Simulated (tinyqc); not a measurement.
# Resistive memory cell, filament-gap model with Joule heating, step by step

Program tinyqc, `OMP_NUM_THREADS=1 python tinyqc.py 2880024 2880025 out.jsonl`; Intel Xeon 2.30GHz, shared host, one thread, about 0.06 s. Printed values are rounded.

A tunnelling gap g separates the tip of a filament from the electrode. I = I0 exp(-g/g0) sinh(Vd/V0), with Vd = V - I Rs on the device; T = T0 + Rth Vd I at once; the gap closes as dg/dt = -nu exp(-q Ea/(kB T)) sinh(al q Vd/(kB T)). All constants are fitting values of a compact model.

Values chosen for this exercise:
```
symbol,value,unit,meaning
T0,300,K,ambient temperature
I0,0.59,mA,current scale
g0,0.26,nm,tunnelling length
V0,0.44,V,voltage scale
nu,1,m/s,attempt velocity
Ea,0.95,eV,activation energy
al,0.29,,barrier lowering per volt on the device
Rth,1e5,K/W,thermal resistance
Rs,500,ohm,series resistance
V,2.58,V,pulse voltage
```

Constants: q = 1.602176634e-19 C, kB = 1.380649e-23 J/K. Results are converted to the units shown.

## Iteration 1: voltage on the device

Vd at the start = 2.58 V
g = 0.5 nm

I = I0 exp(-g/g0) sinh(Vd/V0); f = Vd + Rs I - V, f' = 1 + Rs (I0/V0) exp(-g/g0) cosh(Vd/V0), Vd(new) = Vd - f/f'.

I = 15176.9 uA
f' = 18.2467
Vd after iteration 1 = 2.16412 V

## Iteration 2: voltage on the device

As before.

I = 5897.60 uA
f' = 7.70254
Vd after iteration 2 = 1.83528 V

## Course of the iteration: voltage on the device

Stop when Vd changes by less than 1e-10 V, or after 30 iterations.

Course of the iteration:

| iteration | Vd (V) | \|change\| (V) |
|---|---|---|
| 1 | 2.16412 | 0.416 |
| 2 | 1.83528 | 0.329 |
| 3 | 1.67920 | 0.156 |
| 4 | 1.65494 | 0.0243 |
| 5 | 1.65447 | 4.70e-4 |
| 6 | 1.65447 | 1.70e-7 |
| 7 | 1.65447 | < 1e-13 |

Converged in 7 iterations. At the end the number of correct digits about doubles with each step.

## Current, temperature and closing rate

Vd = 1.65447 V

I, T and dg/dt as above.

I = 1851.06 uA
T = 606.252 K
lowered barrier Ea - al Vd = 0.470204 eV
-dg/dt = 6.16828e-5 nm/ns

Without heating the rate would be 6.31e-9 nm/ns, so heating by 306 K multiplies it by 9780.
